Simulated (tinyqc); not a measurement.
CMOS inverter, nodal equation and switching: effect of the drain-induced barrier lowering.

An n-channel pull-down (bn, VTn) and a p-channel pull-up (bp, VTp) share the input Vin and the output node Vout, which carries the load C. Transistor (EKV form, voltages against the body): I = 2 n b Vt^2 [F(vp - Vs) - F(vp - Vd)] from drain to source, F(v) = ln^2(1 + exp(v/(2 Vt))), vp = (Vg - VT + sg |Vd - Vs|)/n. n-channel bodies are at 0; for the p-channel device all voltages are counted down from Vdd. b in uA/V^2 gives I in uA. Static: In = Ip. Transient: C dVout/dt = Ip - In. No velocity saturation, no gate capacitance beyond C.

VM solves In = Ip with Vin = Vout; VIL and VIH are the inputs of gain -1, NML = VIL - Vout(VIH), NMH = Vout(VIL) - VIH. For a step input the delay to Vdd/2 is tHL = C times the integral of dV/(In - Ip) from Vdd/2 to Vdd at Vin = Vdd, and tLH likewise with Ip - In from 0 to Vdd/2 at Vin = 0.

Inputs (values chosen for the exercise): temperature T = 293 K; supply voltage Vdd = 0.5 V; slope factor n = 1.16; n-channel threshold VTn = 0.26 V; p-channel threshold (magnitude) VTp = 0.29 V; gain factor of the pull-down transistor bn = 530 uA/V^2; gain factor of the pull-up transistor bp = 1100 uA/V^2; load capacitance C = 2.2 fF.

Constants: q = 1.602176634e-19 C, kB = 1.380649e-23 J/K, Vt = kB T/q. Results are converted to the units shown.

Result of one run:

| sg | VM (V) | gain at VM | NML (V) | NMH (V) | tHL (ps) | tLH (ps) |
|---|---|---|---|---|---|---|
| 0.01 | 0.2487 | -98.72 | 0.2122 | 0.2147 | 40.26 | 25.05 |

What becomes of these results when the drain-induced barrier lowering sg is changed from 0.01 to 0.04, all else the same?

Result of the changed run:

| sg | VM (V) | gain at VM | NML (V) | NMH (V) | tHL (ps) | tLH (ps) |
|---|---|---|---|---|---|---|
| 0.04 | 0.2491 | -24.91 | 0.2047 | 0.2065 | 36.86 | 22.69 |

The whole series:

| sg | VM (V) | gain at VM | NML (V) | NMH (V) | tHL (ps) | tLH (ps) |
|---|---|---|---|---|---|---|
| 0.01 | 0.2487 | -98.72 | 0.2122 | 0.2147 | 40.26 | 25.05 |
| 0.04 | 0.2491 | -24.91 | 0.2047 | 0.2065 | 36.86 | 22.69 |
| 0.07 | 0.2495 | -14.25 | 0.1971 | 0.1982 | 33.89 | 20.64 |
| 0.1 | 0.2498 | -9.983 | 0.1896 | 0.1899 | 31.26 | 18.87 |
| 0.13 | 0.2502 | -7.681 | 0.1820 | 0.1815 | 28.94 | 17.32 |
| 0.16 | 0.2506 | -6.242 | 0.1745 | 0.1730 | 26.87 | 15.95 |
| 0.19 | 0.2510 | -5.257 | 0.1669 | 0.1646 | 25.02 | 14.74 |
| 0.22 | 0.2515 | -4.540 | 0.1594 | 0.1560 | 23.37 | 13.67 |

As sg goes from 0.01 to 0.22, VM rises from 0.249 to 0.251 V, the size of the gain falls from 98.7 to 4.54, tHL falls from 40.3 to 23.4 ps and tLH falls from 25.0 to 13.7 ps. The smaller margin is largest, 0.212 V, at sg = 0.01 among the rows. Barrier lowering gives both transistors an output conductance, which caps the gain.

Computed by the program tinyqc: `OMP_NUM_THREADS=1 python tinyqc.py 2340055 2340056 out.jsonl`, one thread of a shared Intel Xeon 2.30GHz, about 0.04 s for the whole run.
